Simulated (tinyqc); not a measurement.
Inversion-layer mobility, back-scattering and ballistic limit of a field-effect transistor: one step, computed by the program tinyqc.

The charge at the top of the source barrier is fixed by the gate; series resistance and short-channel effects are left out. F_j are Fermi integrals normalised to exp(eta) in the classical limit.

Problem. Back-scattering. F_j(eta) = (1/Gamma(j + 1)) int_0^infinity x^j/(1 + exp(x - eta)) dx, F_0 = ln(1 + exp(eta)). Integrals over x = E/(k_B T) use 160 Gauss-Legendre points in u = sqrt(x) from 0 to sqrt(max(eta, 0) + 32). Ballistic channel: N_2D = g_v m k_B T/(pi hbar^2), U = e V_D/(k_B T); eta_F solves N_inv = (N_2D/2)[F_0(eta_F) + F_0(eta_F - U)]; v_T = sqrt(2 k_B T/(pi m)); I/W = e (N_2D/2) v_T [F_1/2(eta_F) - F_1/2(eta_F - U)]; injection velocity v_T F_1/2(eta_F)/F_0(eta_F). Mean free path lambda = (2 k_B T/e)(mu/v_T) F_0(eta_0)/F_-1/2(eta_0), with eta_0 from N_inv = N_2D F_0(eta_0); critical length l = L (1 + U)^(-a), an empirical rule; back-scattering r = l/(l + lambda). Then eta solves N_inv = (N_2D/2)[(1 + r) F_0(eta) + (1 - r) F_0(eta - U)] and I/W = e (N_2D/2) v_T (1 - r)[F_1/2(eta) - F_1/2(eta - U)]. Ballistic ratio: I over the ballistic current. Apparent mobility 1/(1/mu + 1/mu_B), mu_B = mu L/lambda.

Inputs (values chosen for the exercise, modelled on a 4H-SiC n-channel):

| quantity | value | unit |
|---|---|---|
| transport mass m | 0.3 | m_0 |
| valley degeneracy g_v | 3 | - |
| drain voltage V_D | 0.67 | V |
| channel length L | 120 | nm |
| exponent a of the critical length | 0.73 | - |
| temperature T | 300 | K |

Statistics at the top of the barrier: Fermi-Dirac.

inversion density N_inv = 6.263772e+12 1/cm^2

effective mobility mu = 38.03891 cm^2/(V s)

Constants: m_0 = 9.1093837015e-31 kg; k_B = 1.380649e-23 J/K; hbar = 1.054571817e-34 J s; k_B = 8.617333262e-05 eV/K; e = 1.602176634e-19 C.

Give: eta_0; mean free path lambda; critical length l; back-scattering coefficient r; current I/W; ballistic ratio; apparent low-field mobility.

Solution.

eta_0 = -0.09985

mean free path lambda = 2.274 nm

critical length l = 10.85 nm

back-scattering coefficient r = 0.8267

current I/W = 103.4 microampere/micrometre

ballistic ratio = 0.08771

apparent low-field mobility = 37.33 cm^2/(V s)

L/lambda = 52.78, but at this drain voltage only the first 10.8 nm can return a carrier to the source, so the device works at 9 % of its ballistic limit.
